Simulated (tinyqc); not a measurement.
From one set of inputs to another, one input at a time: classical nucleation, growth and JMAK kinetics of crystallisation from a melt or glass. Computed by tinyqc, a small Python program. Command: `OMP_NUM_THREADS=1 python tinyqc.py 3007779 3007780 out.jsonl nucl ladder`. One thread of a shared host (Intel(R) Xeon(R) Processor @ 2.30GHz), about 0.02 s of CPU time with the checks.

A spherical nucleus cap on a flat wall with a sharp interface of isotropic energy gamma; lambda = Omega^(1/3) is the jump distance.

The inputs printed are set A. Inputs not listed in the table keep their values of set A, so the rows need not describe a real material.

Inputs (values chosen for the exercise, for a model substance):

| quantity | value | unit |
|---|---|---|
| melting point T_m | 840 | K |
| heat of melting per volume H | 710 | J/cm^3 |
| interface energy gamma | 0.0586 | J/m^2 |
| atomic volume Omega | 21.6 | angstrom^3 |
| temperature T | 524 | K |
| diffusion prefactor D0 | 5.3e-05 | m^2/s |
| activation energy Q | 1.36 | eV |
| contact angle theta | 145 | degrees |
| wall area per volume S_v | 3.5e+07 | 1/m |

Nucleation: on a flat wall. Driving force: Thompson-Spaepen.

Constants: e = 1.602176634e-19 C; k_B = 1.380649e-23 J/K; k_B = 8.617333262e-05 eV/K.

Method:
- Driving force per volume: dG = H [(T_m - T)/T_m] [2 T/(T_m + T)].
- Shape factor f = (2 + cos theta)(1 - cos theta)^2/4.
- W(r) = f [4 pi r^2 gamma - (4/3) pi r^3 dG]; r* = 2 gamma/dG; W* = f 16 pi gamma^3/(3 dG^2); n* = f (4/3) pi r*^3/Omega.
- D = D0 exp(-Q/(k_B T)); attachment rate k+ = (A*/lambda^2) D/lambda^2 with A* = 2 pi r*^2 (1 - cos theta); Zeldovich factor Z = sqrt(W*/(3 pi k_B T))/n*; sites per volume N = S_v/lambda^2; I = N Z k+ exp(-W*/(k_B T)); lag time = 1/(4 pi Z^2 k+).
- Growth (Wilson-Frenkel): u = (D/lambda) [1 - exp(-dG Omega/(k_B T))].
- D = D0 exp(-Q/(k_B T)).

Each row keeps all changes above it:

| input moved | from | to | critical radius r* (nm) | nucleation rate I (1/(m^3 s)) | growth velocity u (m/s) |
|---|---|---|---|---|---|
| set A | - | - | 0.5711 | 7.542e+23 | 7.246e-09 |
| heat of melting per volume H (J/cm^3) | 710 | 1100 | 0.3686 | 4.137e+26 | 9.695e-09 |
| wall area per volume S_v (1/m) | 35000000 | 22000000 | 0.3686 | 2.600e+26 | 9.695e-09 |
| contact angle theta (degrees) | 145 | 40 | 0.3686 | 1.290e+28 | 9.695e-09 |
| interface energy gamma (J/m^2) | 0.0586 | 0.148 | 0.9310 | 1.467e+27 | 9.695e-09 |
| melting point T_m (K) | 840 | 1520 | 0.8009 | 3.046e+27 | 1.057e-08 |
| activation energy Q (eV) | 1.36 | 1.39 | 0.8009 | 1.568e+27 | 5.439e-09 |
| atomic volume Omega (angstrom^3) | 21.6 | 22.6 | 0.8009 | 1.498e+27 | 5.490e-09 |

Which inputs carry the difference?

Critical radius r* goes from 0.571 to 0.801, a factor 1.40 in all. The largest single move comes from interface energy gamma (a factor 2.53), and heat of melting per volume H works against it (a factor 0.645). Nucleation rate I goes from 7.54e23 to 1.50e27, a factor 1990 in all. The largest single move comes from heat of melting per volume H (a factor 548), and interface energy gamma works against it (a factor 0.114). Growth velocity u goes from 7.25e-9 to 5.49e-9, a factor 0.758 in all. The largest single move comes from activation energy Q (a factor 0.515), and heat of melting per volume H works against it (a factor 1.34). The single moves hold for this order of the switches; the total does not depend on the order.

Caution (rows set A, heat of melting per volume H, wall area per volume S_v, contact angle theta): homogeneous nucleation, left out here, would be as fast or faster: the wall offers too few sites or too small a cut in the barrier. Caution (rows heat of melting per volume H, wall area per volume S_v, contact angle theta, interface energy gamma, melting point T_m, activation energy Q, atomic volume Omega): with under 20 atoms in the nucleus or a barrier under 10 k_B T the capillary model is only a guide.

Extremes, crossings and ranges named in words are read from the listed rows.
